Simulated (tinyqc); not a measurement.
From results back to parameters: double quantum well by finite differences.

Problem. In the two-level picture of a symmetric double well the splitting in a field is D(F) = sqrt(D0^2 + (e F dc)^2), and the lower state has weight (1 + e F dc/D)/2 in the lower well; 1 kV/cm = 1e-5 eV/angstrom. D0 comes from the zero-field run; D(F) was computed from a hidden field.

Parameters, chosen for this exercise (out of a larger set: near those of an InGaAs well in InAlAs; not measured data): dc = 125 angstrom (distance between the well centres).

D0 = 0.7262 meV
D(F) = 2.2812 meV

Find: e F dc; F; weight in the lower well.

Solution. e F dc = sqrt(D^2 - D0^2).

e F dc = 2.16 meV
F = 1.73 kV/cm
weight in the lower well = 0.974

tinyqc: `OMP_NUM_THREADS=1 python tinyqc.py 1251377 1251378 out.jsonl`; about 0.02 s, one thread, shared Intel(R) Xeon(R) Processor @ 2.30GHz.
